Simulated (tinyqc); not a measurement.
Via and link resistance from two via chains.

Question. A chain of 1000 vias joined by 1000 metal links has R = 1000 (Rv + Rlink), with Rlink proportional to the link length. Find Rv, Rlink for length L, and the value of Rv that the short chain would give if the links were ignored.

resistance of chains of 1000 links with link lengths L and 3 L (ohm): 22600  33800

Solution. R per link is a straight line in the link length; its intercept at zero length is Rv.

Rv = 17.0 ohm
Rlink = 5.60 ohm
Rv without correction = 22.6 ohm

Computed by the program tinyqc: `OMP_NUM_THREADS=1 python tinyqc.py 2750164 2750165 out.jsonl`, one thread of a shared Intel Xeon 2.30GHz, about 0.01 s for the whole run.
